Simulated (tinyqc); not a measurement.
Keating valence-force model of a tetrahedral crystal: one step, computed by the program tinyqc.

Atom A sits at 0 and atom B at a/4 (1,1,1) of an fcc lattice; the four bonds from A are t = a/4 (1,1,1), a/4 (1,-1,-1), a/4 (-1,1,-1), a/4 (-1,-1,1), of length d = sqrt(3) a/4. Energy: E = (3 alpha/(8 d^2)) sum over bonds (r.r - d^2)^2 + (3 beta/(8 d^2)) sum over pairs of bonds at one atom (r_i.r_j + d^2/3)^2, with beta_A for the six pairs at A and beta_B for the six at B. The cell holds two atoms, Omega = a^3/4. 1 N/m = 1 J/m^2. With constants fitted to the elastic moduli this model puts optical and zone-boundary frequencies of real crystals too high, by up to about 20 % in elemental crystals and up to about 50 % in compounds, and mostly by more for TA modes; in compounds the lattice part of the static dielectric constant then comes out too low.

Task: Elastic constants and internal strain. beta = (beta_A + beta_B)/2; C11 = (alpha + 3 beta)/a, C12 = (alpha - beta)/a, C44 = 4 alpha beta/(a (alpha + beta)); with the two sublattices clamped C44(0) = (alpha + beta)/a; internal-strain parameter zeta = (alpha - beta)/(alpha + beta); B = (C11 + 2 C12)/3.

Inputs (values chosen for the exercise, modelled on gallium phosphide):

| quantity | value | unit |
|---|---|---|
| lattice constant a | 5.451 | angstrom |
| bond stretching alpha | 46.5 | N/m |
| bond bending beta_A | 10.9 | N/m |
| bond bending beta_B | 10.9 | N/m |

Structure: zinc blende.

Give: C11; C12; C44; clamped C44(0); internal-strain parameter zeta; bulk modulus B.

Result:

C11 = 145.3 GPa

C12 = 65.31 GPa

C44 = 64.80 GPa

clamped C44(0) = 105.3 GPa

internal-strain parameter zeta = 0.6202

bulk modulus B = 91.97 GPa

Letting the sublattices shift lowers C44 by 38 %, which is zeta^2. A shear is shared between bond lengths and angles. The model fixes 2 C44 (C11 + C12)/((C11 - C12)(C11 + 3 C12)) = 1.000 whatever alpha and beta are.
